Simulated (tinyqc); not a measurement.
One electron in a tunnel-coupled double dot: charge qubit, sensing and quantum capacitance: one step of the calculation.

Basis (left, right), H = [[ep/2, tc], [tc, -ep/2]], splitting Om = sqrt(ep^2 + 4 tc^2), ep = al times the gate voltage. In equilibrium the electron is on the right with the chance P_R = [1 + (ep/Om) tanh(Om/2 kB T)]/2.

Task. Splitting and occupation. Also the frequency Om/h, the mixing angle arctan2(2 tc, ep) and the weight of the right dot in the ground state, (1 + ep/Om)/2.

Inputs (values chosen for the exercise): tunnel coupling tc = 45 ueV; electron temperature T = 0.19 K; detuning ep = -87.1 ueV.

Constants: q = 1.602176634e-19 C, kB = 1.380649e-23 J/K, h = 6.62607015e-34 J s, Vt = kB T/q. Results are converted to the units shown.

Find: Om; Om/h; mixing angle; ground-state weight; kB T; P_R.

Result.

Om = 125.25 ueV
Om/h = 30.284 GHz
mixing angle = 134.06 degree
ground-state weight = 0.15228
kB T = 16.373 ueV
P_R = 0.15261

Program tinyqc, `OMP_NUM_THREADS=1 python tinyqc.py 2470002 2470003 out.jsonl`; Intel Xeon 2.30GHz, shared host, one thread, about 0.01 s.
